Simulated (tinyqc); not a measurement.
# On-chip interconnect, size-dependent resistivity and RC delay, step by step

Numbers from tinyqc (`OMP_NUM_THREADS=1 python tinyqc.py 2100169 2100170 out.jsonl`; about 0.01 s on one thread of a shared Intel Xeon 2.30GHz). Printed values are rounded.

A rectangular line between two neighbours and two ground planes. Surface and grain-boundary scattering are added to the bulk resistivity as corrections; capacitances are parallel-plate values without fringing; inductance is ignored.

Inputs (values chosen for the exercise); metal values close to those of copper: bulk resistivity rho0 = 1.7 uohm cm; bulk mean free path lam = 39 nm; specular share of surface scattering ps = 0; reflection coefficient of grain boundaries Rg = 0.39; grain size over the metal width gr = 1; drawn line width wd = 17 nm; aspect ratio, height over width AR = 1.4; liner on both walls and the bottom, not conducting tl = 2.5 nm; space to the neighbouring lines sp = 26 nm; dielectric height to the planes above and below hd = 39 nm; relative permittivity of the dielectric ek = 4.2; Miller factor of the neighbours Mf = 0; line length Lw = 25 um; driver resistance Rd = 970 ohm; load capacitance Cl = 1.3 fF; time step dt = 1.8 ps.

Constants: eps0 = 8.8541878128e-12 F/m. Results are converted to the units shown.

Range of the model: The metal width is under the mean free path, where the thick-limit surface term and the simple sum of corrections lose accuracy.

## Resistivity, resistance and capacitance per length

Metal width x = wd - 2 tl, height y = AR wd - tl; grain boundaries (Mayadas-Shatzkes): al = (lam/(gr x)) Rg/(1 - Rg), g = 1/[1 - 3 al/2 + 3 al^2 - 3 al^3 ln(1 + 1/al)] - 1; surfaces (Fuchs-Sondheimer, thick limit): s = (3/8) lam (1 - ps)(1/x + 1/y); rho = rho0 (1 + g + s); r = rho/(x y); c = eps0 ek (2 wd/hd + 2 Mf AR wd/sp).

x = 12 nm
y = 21.3 nm
al = 2.07787
g = 2.82394
s = 1.90537
rho = 9.73983 uohm cm
r = 381.058 ohm/um
c = 0.0324199 fF/um

rho is 5.73 times the bulk value; grain boundaries add more (2.82 against 1.91). The liner takes 36.8 % of the cross-section.

## Ladder and Elmore delays

5 equal pi sections: series Rs = r Lw/5; node capacitances c Lw/5, halved at nodes 0 and 5, with Cl added to node 5; Rd feeds node 0. Elmore delay of node k: the sum, over the resistors on the path to k, of resistance times all capacitance downstream of it.

Rs = 1905.29 ohm

```
node	C (fF)	Elmore delay (ps)
0	0.0810499	2.04718
1	0.162100	5.91387
2	0.162100	9.47170
3	0.162100	12.7207
4	0.162100	15.6608
5	1.38105	18.2921
```

The far-end value equals Rd (c Lw + Cl) + r Lw (c Lw/2 + Cl) for any number of pi sections; the line resistance contributes 88.8 % of it.

## Step 1: node voltages after a time step

v at t = 0, node 0 to 5 (V): 0  0  0  0  0  0

A 1 V step is applied behind Rd at t = 0. C dv/dt = -G v + b, with G the conductance matrix of the ladder (1/Rs between neighbours, 1/Rd added at node 0) and b = (1 V/Rd, 0, ...). Trapezoidal step: (C/dt + G/2) v(new) = (C/dt - G/2) v + b.

v at t = 1 dt, node 0 to 5 (V): 1.52440  0.85177  0.47143  0.25287  0.12109  0.03086

Node 0 overshoots the 1 V source: the trapezoidal rule rings on modes much faster than dt.

## Step 2: node voltages after a time step

As before.

v at t = 2 dt, node 0 to 5 (V): 0.383721  0.680155  0.625405  0.461715  0.282916  0.118097

## Course in time

A 1 V step is applied behind Rd at t = 0. C dv/dt = -G v + b, with G the conductance matrix of the ladder (1/Rs between neighbours, 1/Rd added at node 0) and b = (1 V/Rd, 0, ...). Trapezoidal step: (C/dt + G/2) v(new) = (C/dt - G/2) v + b. The last column solves the same ladder exactly by its modes.

Voltages (V):
```
t (ps)	node 0	node 2	node 5	node 5, exact
1.800	1.524	0.4714	0.0309	0.0367
3.600	0.384	0.6254	0.1181	0.1241
5.400	1.376	0.5664	0.2134	0.2112
7.200	0.530	0.6893	0.2900	0.2906
9.000	1.286	0.6585	0.3627	0.3622
10.80	0.633	0.7404	0.4269	0.4265
12.60	1.223	0.7313	0.4846	0.4843
14.40	0.709	0.7840	0.5369	0.5364
16.20	1.176	0.7880	0.5833	0.5831
18.00	0.768	0.8212	0.6257	0.6252
19.80	1.140	0.8320	0.6633	0.6630
21.60	0.814	0.8528	0.6974	0.6970
```

The far end of the ladder reaches 0.5 V at 13.12 ps, 0.717 of its Elmore delay (ln 2 = 0.693 for a single pole); the slowest mode has a time constant of 16.93 ps. The largest error of the trapezoidal steps at that node is 6.0 mV. Node 0 swings up and down from step to step: the trapezoidal rule does not damp modes much faster than dt, so these swings are numerical.
